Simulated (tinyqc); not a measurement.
From results back to parameters: hole subbands of a hard-walled well, four-band Luttinger model. Four cases, with inputs chosen for the exercise.

Problem. At k = 0 in a hard-walled well HHn = c (g1 - 2 g2)(n pi/L)^2 - Z0 and LHn = c (g1 + 2 g2)(n pi/L)^2 + Z0, c = hbar^2/2m0. Two spacings were computed from hidden g1 and g2.

Constants: hbar^2/2m0 = 3.80998211 eV angstrom^2.

Case 1.

Values chosen (out of a larger set: near those of Si; not measured data): L = 145 angstrom (well width along [001]); Z0 = 0 eV (shear strain energy).

HH2 - HH1 = 19.155 meV
LH1 - HH1 = 2.432 meV

Case 2.

Values chosen (out of a larger set: near those of GaSb; not measured data): L = 50 angstrom (well width along [001]); Z0 = 0.009 eV (shear strain energy).

HH2 - HH1 = 180.043 meV
LH1 - HH1 = 300.173 meV

Case 3.

Values chosen (out of a larger set: near those of GaSb; not measured data): L = 145 angstrom (well width along [001]); Z0 = 0.032 eV (shear strain energy).

HH2 - HH1 = 21.408 meV
LH1 - HH1 = 97.695 meV

Case 4.

Values chosen (out of a larger set: near those of Ge; not measured data): L = 140 angstrom (well width along [001]); Z0 = 0 eV (shear strain energy).

HH2 - HH1 = 28.548 meV
LH1 - HH1 = 32.308 meV

Find: u = c (pi/L)^2; g2; g1.
Solution. HH2 - HH1 = 3u (g1 - 2 g2) and LH1 - HH1 = 4 u g2 + 2 Z0.

Case 1.

u = c (pi/L)^2 = 1.788 meV
g2 = 0.34
g1 = 4.25

Case 2.

u = c (pi/L)^2 = 15.041 meV
g2 = 4.69
g1 = 13.37

Case 3.

u = c (pi/L)^2 = 1.788 meV
g2 = 4.71
g1 = 13.41

Case 4.

u = c (pi/L)^2 = 1.919 meV
g2 = 4.21
g1 = 13.38

Computed by tinyqc, one run a case: `OMP_NUM_THREADS=1 python tinyqc.py N N+1 out.jsonl` with N = 1281338, 1281375, 1281379, 1281452; one thread of a shared Intel(R) Xeon(R) Processor @ 2.30GHz, about 0.2 s a run at most.
